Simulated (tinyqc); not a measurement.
Worked calculation: bound state in one dimension: Numerov shooting, finite differences, DVR. Computed by tinyqc, a small Python program that keeps every step. Settings: points = 48. Command: `OMP_NUM_THREADS=1 python tinyqc.py 22698 22699 out.jsonl` (the two numbers bound the seeds that draw the settings). One thread of a shared host (Intel(R) Xeon(R) Processor @ 2.60GHz), about 0.01 s of CPU time with the checks.

## Numerov steps at E = -10.69

One particle of mass 1 in V = -10.91 exp(-x^2/2.19^2) (atomic units), psi = 0 at both ends:
```
parameter                value
left end                    -7
right end                    7
intervals                   48
h                     0.291667
state sought (nodes)         2
```

k_i = 2 m (E - V_i); (1 + h^2 k_(i+1)/12) y_(i+1) = 2 (1 - 5 h^2 k_i/12) y_i - (1 + h^2 k_(i-1)/12) y_(i-1), from y_0 = 0, y_1 = 0.001.

Points along the way:
```
i         x          V         k             y
0   -7.0000  -3.99e-04  -21.3792        0.0000
1   -6.7083    -0.0009  -21.3782        0.0010
2   -6.4167    -0.0020  -21.3759        0.0041
3   -6.1250    -0.0044  -21.3713        0.0162
4   -5.8333    -0.0090  -21.3619        0.0628
5   -5.5417    -0.0181  -21.3439        0.2440
16  -2.3333    -3.5061  -14.3678   419647.6766
17  -2.0417    -4.5748  -12.2305  1260606.3041
18  -1.7500    -5.7612   -9.8577  3480520.7224
19  -1.4583    -7.0024   -7.3752  8696695.4991
20  -1.1667    -8.2144   -4.9513      1.94e+07
21  -0.8750    -9.3003   -2.7794      3.81e+07
```

## Bisection on the node count

With more sign changes than the state has nodes (the last point included) the energy is too high, else too low; the bracket starts as -10.69 to -0.05.

Trials:
```
trial          E  sign changes  y at the right end   next
1      -5.370000             3           -9.30e+09  lower
2      -8.030000             1           -5.45e+13  raise
3      -6.700000             2            1.47e+12  raise
4      -6.035000             3           -1.79e+10  lower
5      -6.367500             2            2.10e+11  raise
6      -6.201250             2            4.03e+10  raise
7      -6.118125             2            2.33e+09  raise
8      -6.076562             3           -9.53e+09  lower
9      -6.097344             3           -4.09e+09  lower
10     -6.107734             3           -1.01e+09  lower
11     -6.112930             2            6.30e+08  raise
12     -6.110332             3           -1.97e+08  lower
13     -6.111631             2            2.14e+08  raise
14     -6.110981             2            8.17e+06  raise
...          ...           ...                 ...    ...
28     -6.110956             2            2.28e+03  raise
29     -6.110956             3           -4.00e+03  lower
30     -6.110956             3           -8.62e+02  lower
```

eigenvalue = -6.110956 hartree

## The same grid by other methods

Three-point finite differences and the sine-DVR kinetic matrix of Colbert and Miller on the same points.

Lowest levels (hartree):
```
state  finite differences      DVR
0                 -9.8936  -9.8828
1                 -7.9591  -7.9103
2                 -6.2182  -6.1067
3                 -4.6664  -4.4828
4                 -3.3023  -3.0532
```
